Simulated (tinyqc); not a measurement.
What moves the results: six-band k.p model of the valence band of a wurtzite crystal. A value that a table varies takes the place of the one given here.

At k = 0: E1 = D1c + D2c + Te + Le (pure HH); E2, E3 = Le + u +/- sqrt(u^2 + 2 D3c^2), u = (D1c - D2c + Te)/2, D1c = Dcr, D2c = D3c = Dso/3. The weight of LH in state 2 is fL = (E2 - Le)^2/((E2 - Le)^2 + 2 D3c^2). Relative strengths of transitions to the conduction band: for E perpendicular to c (TE) 1/2, fL/2, (1 - fL)/2; for E along c (TM) 0, 1 - fL, fL, with one momentum element for both directions.

Strain of a c-plane layer: exx = eyy = e_par, ezz = -2 (C13/C33) e_par; Le = D1 ezz + D2 (exx + eyy), Te = D3 ezz + D4 (exx + eyy).

Conduction edge: Ec = (top of the unstrained valence band) + Eg + (a1 + D1) ezz + (a2 + D2)(exx + eyy).
Constants: kB = 8.617333262e-05 eV/K.

Inputs chosen for the exercise (of the order of those of hexagonal CdS; the results hold for these values, not for the real material):

| symbol | value | unit | meaning |
|---|---|---|---|
| Dcr | 0.0234 | eV | crystal-field splitting |
| Dso | 0.0622 | eV | spin-orbit splitting |
| Eg | 2.58 | eV | direct gap at Gamma from the top of the unstrained valence band |
| a1 | -2.8 | eV | gap potential along c |
| a2 | -4.55 | eV | gap potential in the plane |
| D1 | -1.04 | eV |  |
| D2 | 1.02 | eV |  |
| D3 | 1.27 | eV |  |
| D4 | -2.82 | eV |  |
| C13 | 51 | GPa |  |
| C33 | 90 | GPa |  |
| T | 400 | K | temperature |
| e_par | -0.0011 |  | exx = eyy of a c-plane layer |

## Strain and the order of the valence edges

Edges from the unstrained top. Degree of polarisation (TE - TM)/(TE + TM), each state weighted by exp(E/kT) alone (equal densities of states).

Results:

| e_par (%) | E1 (meV) | E2 (meV) | E3 (meV) | fL | lowest transition (eV) | polarisation |
|---|---|---|---|---|---|---|
| -1.20 | 46.3 | 13.8 | -91.7 | 0.916 | 2.5662 | 0.864 |
| -0.90 | 34.7 | 4.4 | -84.2 | 0.875 | 2.5696 | 0.791 |
| -0.60 | 23.2 | -3.9 | -77.9 | 0.805 | 2.5731 | 0.679 |
| -0.30 | 11.6 | -10.2 | -73.5 | 0.689 | 2.5765 | 0.513 |
| 0.00 | 0.0 | -13.4 | -72.2 | 0.523 | 2.5800 | 0.291 |
| 0.30 | -11.6 | -13.0 | -74.5 | 0.349 | 2.5835 | 0.028 |
| 0.60 | -23.2 | -9.3 | -80.2 | 0.219 | 2.5730 | -0.242 |
| 0.90 | -34.7 | -3.4 | -88.0 | 0.139 | 2.5590 | -0.478 |
| 1.20 | -46.3 | 3.9 | -97.2 | 0.093 | 2.5436 | -0.660 |

How do the results move?

E1 = E2 requires Dcr + Te = 0, which here falls at e_par = 0.33 %, inside the sweep: state 1 is on top for smaller e_par and state 2 beyond. The polarisation goes from +0.86 to -0.66 and changes sign between 0.30 and 0.60 %; the lowest transition moves by -9 meV per 1 % on average, not monotonically: it peaks at e_par = 0.30 % among these rows. The deformation potentials of this set are rough, and the small net slope can differ from measurement even in sign.

## Crystal field against spin-orbit coupling

No strain; Dcr is varied.

Results:

| Dcr (meV) | Dcr/Dso | E1 (meV) | E2 (meV) | E3 (meV) | E1 - E2 (meV) | E1 - E3 (meV) | fL |
|---|---|---|---|---|---|---|---|
| -165.9 | -2.67 | -145.2 | 4.5 | -191.1 | -149.7 | 46.0 | 0.023 |
| -82.9 | -1.33 | -62.2 | 7.7 | -111.4 | -69.9 | 49.2 | 0.065 |
| -41.5 | -0.67 | -20.8 | 11.6 | -73.9 | -32.4 | 53.1 | 0.136 |
| -20.7 | -0.33 | 0.0 | 15.2 | -56.6 | -15.2 | 56.7 | 0.211 |
| 0.0 | 0.00 | 20.7 | 20.7 | -41.5 | 0.0 | 62.2 | 0.333 |
| 20.7 | 0.33 | 41.4 | 29.3 | -29.3 | 12.1 | 70.8 | 0.500 |
| 41.5 | 0.67 | 62.2 | 41.5 | -20.7 | 20.7 | 83.0 | 0.667 |
| 82.9 | 1.33 | 103.6 | 73.8 | -11.6 | 29.8 | 115.3 | 0.864 |
| 165.9 | 2.67 | 186.6 | 150.9 | -5.7 | 35.8 | 192.3 | 0.964 |

What does this show?

At Dcr = 0 the cubic pattern returns: E1 = E2, E3 lies Dso = 62.2 meV lower and fL = 0.333 (1/3). For large positive Dcr, E1 - E2 tends to 2 Dso/3 = 41.5 meV (last row 35.8) and state 2 turns LH-like; for negative Dcr state 2 rises to the top and turns CH-like (98 % in the first row). In every row the two splittings add up to Dcr + Dso and multiply to (2/3) Dcr Dso.

## What each parameter does

Splittings at k = 0 under the strain, fL and the lowest transition. Each row changes one parameter from the base and keeps the others.

Results:

| case | E1 - E2 (meV) | E1 - E3 (meV) | fL | lowest transition (eV) |
|---|---|---|---|---|
| base | 16.91 | 76.48 | 0.5877 | 2.5787 |
| C33 = 108 GPa | 16.80 | 76.32 | 0.5856 | 2.5796 |
| C13 = 40.8 GPa | 16.78 | 76.29 | 0.5852 | 2.5797 |
| Dso = 0.07464 eV | 17.59 | 88.24 | 0.5446 | 2.5787 |
| e_par = -0.00132 | 17.54 | 77.40 | 0.6003 | 2.5785 |
| D1 = -1.248 eV | 16.91 | 76.48 | 0.5877 | 2.5787 |
| Dcr = 0.01872 eV | 14.89 | 73.82 | 0.5490 | 2.5787 |
| D2 = 0.816 eV | 16.91 | 76.48 | 0.5877 | 2.5787 |
| D3 = 1.016 eV | 16.78 | 76.29 | 0.5852 | 2.5790 |

What does this show?

The largest shifts from the base row, up to three for each result and ties (the steps differ in size, so this ranks the rows, not the parameters). E1 - E2 (meV): Dcr -2.02, Dso +0.68, e_par +0.63; unchanged at the printed digits by D1 and D2. E1 - E3 (meV): Dso +11.76, Dcr -2.66, e_par +0.93; unchanged at the printed digits by D1 and D2. fL: Dso -0.0431, Dcr -0.0388, e_par +0.0126; unchanged at the printed digits by D1 and D2. lowest transition (eV): C13 +0.0010, C33 +0.0008, D3 +0.0003, e_par -0.0003; unchanged at the printed digits by Dso, D1, Dcr and D2. D1 and D2 shift all valence edges and the conduction edge alike, so they drop out of splittings and transitions.

tinyqc: `OMP_NUM_THREADS=1 python tinyqc.py 1081282 1081283 out.jsonl`; about 0.01 s, one thread, shared Intel(R) Xeon(R) Processor @ 2.30GHz.
